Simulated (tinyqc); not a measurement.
Inside a calculation. Model: hopping conduction between localised states. Computed by tinyqc, a small Python program that keeps every step. Command: `OMP_NUM_THREADS=1 python tinyqc.py 3009175 3009176 out.jsonl hop walk`. One thread of a shared host (Intel(R) Xeon(R) Processor @ 2.30GHz), about 0.01 s of CPU time with the checks. Intermediate numbers are printed to about 5 digits and carried at full precision; extremes and crossings named in words are read from the listed rows.

Energies are counted from the Fermi level. A small network shows the mechanism; the laws of an infinite system follow.

Inputs (values chosen for the exercise, for a model defective oxide):

| quantity | value | unit |
|---|---|---|
| localisation length xi | 4.9 | nm |
| density of states g_0 | 3e+20 | 1/(eV cm^3) |
| permittivity eps | 11 | - |
| activation energy E_a to extended states | 0.53 | eV |
| prefactor of activated conduction | 13 | S/cm |
| prefactor of hopping | 0.024 | S/cm |
| conductance scale G_0 | 1 | microsiemens |
| temperature T | 170 | K |

Dimension: 3D.

sites of the small network (nm, nm, meV):
```
       x      y  energy
1      0   4.59    0.03
2   5.79   7.48  -91.76
3  16.32   2.15  -26.94
4   21.4  10.19   33.65
5  27.23    1.1   93.26
6  37.01   2.44   44.67
7     43   7.68   -7.24
```

Constants: k_B = 8.617333262e-05 eV/K; e^2/(4 pi eps_0) = 14.39964548 eV angstrom.

## Pair exponents

Miller-Abrahams exponent s_ij = 2 r_ij/xi + (|E_i| + |E_j| + |E_i - E_j|)/(2 k_B T); G_ij = G_0 exp(-s_ij). The diagonal is set to 0 and not used.

s_ij:
```
        1       2       3       4       5       6       7
1   0.000   8.907   8.576  11.326  17.571  18.181  18.093
2   8.907   0.000  11.081  15.027  21.760  22.221  21.452
3   8.576  11.081   0.000   8.018  12.679  13.334  12.960
4  11.326  15.027   8.018   0.000  10.774  10.163  11.667
5  17.571  21.760  12.679  10.774   0.000  10.395  13.835
6  18.181  22.221  13.334  10.163  10.395   0.000   6.792
7  18.093  21.452  12.960  11.667  13.835   6.792   0.000
```

## Kirchhoff solution

Site 1 is held at potential 1 and site 7 at 0; Kirchhoff's law sum_j G_ij (u_i - u_j) = 0 fixes the others; G = sum_j G_1j (1 - u_j). G_ij = G_0 exp(-s_ij).

potentials: 1.0000  0.9792  0.8018  0.6941  0.3241  0.0318  0.0000

conductance G = 4.3916e-05 microsiemens

-ln(G/G_0) = 10.033

## Critical path

Critical exponent s_c: the smallest value such that bonds with s_ij <= s_c connect site 1 with site 7.

critical exponent s_c = 10.163

One such path is 1-3-4-6-7. -ln(G/G_0) = 10.03 against s_c = 10.16: the hardest unavoidable hop sets the conductance.

## The network against temperature

Miller-Abrahams exponent s_ij = 2 r_ij/xi + (|E_i| + |E_j| + |E_i - E_j|)/(2 k_B T); G_ij = G_0 exp(-s_ij). Site 1 is held at potential 1 and site 7 at 0; Kirchhoff's law sum_j G_ij (u_i - u_j) = 0 fixes the others; G = sum_j G_1j (1 - u_j). The last column is the length of the critical bond.

Network:

| T (K) | -ln(G/G_0) | s_c | critical hop (nm) |
|---|---|---|---|
| 51 | 16.582 | 17.251 | 27.247 |
| 76 | 13.810 | 13.934 | 17.428 |
| 120 | 11.384 | 11.433 | 17.428 |
| 170 | 10.033 | 10.163 | 17.428 |
| 260 | 8.728 | 8.570 | 10.799 |
| 420 | 7.603 | 7.352 | 11.802 |
| 850 | 6.529 | 6.070 | 11.802 |

-ln(G/G_0) follows s_c within 0.7. The critical hop is 27.2 nm long at the lowest T and 11.8 nm at the highest: on cooling the carrier goes farther to find a site of nearer energy, which is variable-range hopping, though in so small a sample not at every step.

## Variable-range laws

Mott: T_M = 21.2/(k_B g_0 xi^3), exponent (T_M/T)^(1/4), mean hop r = (3/8) xi times the exponent. Efros-Shklovskii: T_ES = 2.8 e^2/(4 pi eps eps_0 k_B xi), exponent (T_ES/T)^(1/2). Coulomb gap width g_0^(1/2) (e^2/(4 pi eps eps_0))^(3/2). The numerical coefficients come from percolation theory and are given.

T_M = 6970.3 K

T_ES = 868.06 K

Mott exponent = 2.5305

Efros-Shklovskii exponent = 2.2597

mean hop by the Mott formula = 4.6497 nm

Coulomb gap = 25.942 meV

The larger exponent, here Mott, is the one that limits; the two are equal at T = 108 K, below which the Coulomb gap rules. Caution: the hop would be shorter than about xi, so variable-range hopping is not established at this temperature.

## Total conductivity

sigma = s_1 exp(-E_a/k_B T) + s_2 exp(-larger of the two exponents); reduced activation energy w = d ln(sigma)/d ln(T) by a central difference of +/- 1 %.

activated part = 2.5217e-15 S/cm

hopping part = 0.0019109 S/cm

conductivity = 0.0019109 S/cm

reduced activation energy w = 0.63263

Hopping carries 100 %. For sigma = s exp(-(T_0/T)^p), w = p (T_0/T)^p, so the slope of ln w against ln T gives -p.

Checks made by the program: current leaving the first site against current entering the last (relative difference below 1e-10).
